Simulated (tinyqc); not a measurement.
# Reset of a mushroom phase-change cell, hemispherical electro-thermal model: effects of single changes

Current spreads from a hemispherical contact of radius r0 into a large dome with constant rho and ka: j = I/(2 pi r^2). With s = r0/r the steady rise is T - T0 = c (b s - s^2), c = I^2 rho/(8 pi^2 ka r0^2). The heat lost through the heater, (T(r0) - T0)/Rh, fixes b = (2 + g)/(1 + g), g = 1/(2 pi ka r0 Rh).

Inputs (values chosen for the exercise); values of the order of Ge-Sb-Te and related chalcogenides:
```
symbol,value,unit,meaning
T0,300,K,ambient temperature
Tm,874,K,melting point
r0,13,nm,radius of the heater contact
rho,7,mohm cm,resistivity of the hot chalcogenide
ka,1.19,W/(m K),its thermal conductivity
Rh,40,K/uW,thermal resistance of the path through the heater
```

Each table varies one quantity; the others keep the values above.

## Amorphous thickness against current

The peak lies at s = b/2 with the rise c b^2/4; melting starts at the current where that equals Tm - T0, and the molten shell spans the roots of s^2 - b s + (Tm - T0)/c = 0 (s at most 1). Electrical resistance rho/(2 pi r0).

Amorphous thickness against current:
```
I (uA),peak T (K),T at the contact (K),thickness of the melt (nm),power (uW)
405,882.7,875.1,3.499,140.6
415,911.8,903.9,6.275,147.6
428,950.8,942.3,9.058,157.0
447,1010,1001,12.74,171.2
472,1091,1081,17.43,190.9
502,1195,1184,23.12,216.0
542,1344,1330,30.99,251.8
586,1520,1504,40.17,294.3
```

The thickness rises from 3.50 to 40.2 nm; it opens as the square root of I - Im just above the melting current of 402 uA. The contact itself melts from I = 405 uA on among the rows.

## Scaling of the melting current

Same model as above.

Rh is scaled as 1/r0, as for an isotropic shrink, in the last two columns and held fixed in the first two.

Result of one run:
```
r0 (nm),Im (uA),Im/(2 pi r0^2) (MA/cm^2),Im with Rh = Rh (13 nm/r0) (uA),power there (uW)
12,373.8,41.32,371.0,127.8
```

What becomes of these results when the radius of the heater contact r0 is changed from 12 to 60 nm, all else the same?

Result of the changed run:
```
r0 (nm),Im (uA),Im/(2 pi r0^2) (MA/cm^2),Im with Rh = Rh (13 nm/r0) (uA),power there (uW)
60,1711,7.562,1855,639.1
```

The whole series:
```
r0 (nm),Im (uA),Im/(2 pi r0^2) (MA/cm^2),Im with Rh = Rh (13 nm/r0) (uA),power there (uW)
5,173.6,110.5,154.6,53.26
8,260.4,64.77,247.4,85.21
12,373.8,41.32,371.0,127.8
17,514.1,28.31,525.6,181.1
24,709.6,19.61,742.1,255.6
33,960.2,14.03,1020,351.5
45,1294,10.17,1391,479.3
60,1711,7.562,1855,639.1
```

With isotropic scaling Im and the power go as r0^(1.00) and r0^(1.00), so the current density grows as 1/r0 and the voltage stays fixed. With Rh held, Im goes as r0^(0.92) over the table, as the heater path weighs more for a small contact. For r0 = 5, 8 boundary thermal resistance, left out here, would dominate.

Range of the model: Constant properties, no latent heat, thermoelectric terms, boundary resistance or heating in the heater itself.

Program tinyqc, `OMP_NUM_THREADS=1 python tinyqc.py 2490048 2490049 out.jsonl`; Intel Xeon 2.30GHz, shared host, one thread, about 0.01 s.
